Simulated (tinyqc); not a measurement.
Inputs raised by 10 %, one at a time: kinetic Monte Carlo and master equation for a particle on a ring of sites with traps and bias. Computed by tinyqc, a small Python program. Command: `OMP_NUM_THREADS=1 python tinyqc.py 3010521 3010522 out.jsonl kmc sens`. One thread of a shared host (Intel(R) Xeon(R) Processor @ 2.30GHz), about 0.01 s of CPU time with the checks.

6 sites on a ring, numbered 1 to 6. The saddle between i and i+1 lies at E0 + s b_i and site i at s eps_i; a force F tilts the landscape, with the saddle half-way.

Inputs (values chosen for the exercise, for a model defect):

| quantity | value | unit |
|---|---|---|
| reference barrier E0 | 0.47 | eV |
| scale factor s of the disorder | 1 | - |
| attempt frequency nu | 1.2 | THz |
| temperature T | 320 | K |
| site spacing a | 2.7 | angstrom |
| force F along the ring | 0.0092 | eV/angstrom |

Disorder: site traps.

site energies eps_i (eV): -0.064  0  0  0  0  -0.08

saddle shifts b_i between sites i and i+1 (eV): 0  0  0  0  0  0

Constants: k_B = 8.617333262e-05 eV/K.

Method:
- Rates: k(i to i+1) = nu exp(-(E0 + s b_i - s eps_i - F a/2)/(k_B T)), k(i to i-1) = nu exp(-(E0 + s b_(i-1) - s eps_i + F a/2)/(k_B T)).
- Share right = k right/(k right + k left); mean stay = 1/(k right + k left).
- Master equation dP/dt = W P, W_(i+1,i) = k right, W_(i-1,i) = k left, columns summing to zero. The steady state is its null vector; drift v = a sum P_i (k right - k left). D = a^2 lambda''(0)/2, where lambda(q) is the leading eigenvalue of W with right hops weighted by exp(q) and left hops by exp(-q).
- The slowest relaxation rate is minus the real part of the next eigenvalue of W. 1 angstrom = 1e-8 cm.
- At zero force D0 = a^2 nu exp(-E0/(k_B T)) / [<exp(-s eps/(k_B T))> <exp(s b/(k_B T))>], with means over the ring; Einstein relation v = D0 F/(k_B T); 1 angstrom = 1e-8 cm.

Runs:

| input moved | from | to | drift velocity v (cm/s) | zero-force diffusivity D0 (cm^2/s) | slowest relaxation rate (1/s) | D0 over the value without disorder |
|---|---|---|---|---|---|---|
| base run | - | - | 0.000222 | 6.421e-12 | 12697 | 0.1853 |
| reference barrier E0 (eV) | 0.47 | 0.517 | 0.000040 | 1.168e-12 | 2309 | 0.1853 |
| scale factor s of the disorder | 1 | 1.1 | 0.000174 | 5.051e-12 | 9488 | 0.1458 |
| attempt frequency nu (THz) | 1.2 | 1.32 | 0.000244 | 7.063e-12 | 13967 | 0.1853 |
| temperature T (K) | 320 | 352 | 0.001164 | 3.733e-11 | 76328 | 0.2288 |
| site spacing a (angstrom) | 2.7 | 2.97 | 0.000270 | 7.770e-12 | 13471 | 0.1853 |
| force F along the ring (eV/angstrom) | 0.0092 | 0.01012 | 0.000245 | 6.421e-12 | 13471 | 0.1853 |

Exponents ln(y'/y) / ln(x'/x):

| input | drift velocity v | zero-force diffusivity D0 | slowest relaxation rate | D0 over the value without disorder |
|---|---|---|---|---|
| reference barrier E0 | -17.883 | -17.883 | -17.883 | 0.000 |
| scale factor s of the disorder | -2.519 | -2.519 | -3.056 | -2.519 |
| attempt frequency nu | 1.000 | 1.000 | 1.000 | 0.000 |
| temperature T | 17.408 | 18.469 | 18.819 | 2.212 |
| site spacing a | 2.073 | 2.000 | 0.621 | 0.000 |
| force F along the ring | 1.073 | 0.000 | 0.621 | 0.000 |

Which inputs matter most for each result?

Among the inputs moved here: drift velocity v answers most in size to reference barrier E0 (exponent -17.883), next to temperature T (+17.408). Zero-force diffusivity D0 answers most in size to temperature T (exponent +18.469), next to reference barrier E0 (-17.883); its exponent is below 0.0005 for force F along the ring. Its exponent +2.000 in site spacing a: D scales with the square of the jump. Slowest relaxation rate answers most in size to temperature T (exponent +18.819), next to reference barrier E0 (-17.883). D0 over the value without disorder answers most in size to scale factor s of the disorder (exponent -2.519), next to temperature T (+2.212); its exponent is below 0.0005 for reference barrier E0, attempt frequency nu, site spacing a, force F along the ring. Its exponent 0.000 in reference barrier E0: a common shift of all barriers cancels in the ratio.

Extremes, crossings and ranges named in words are read from the listed rows.
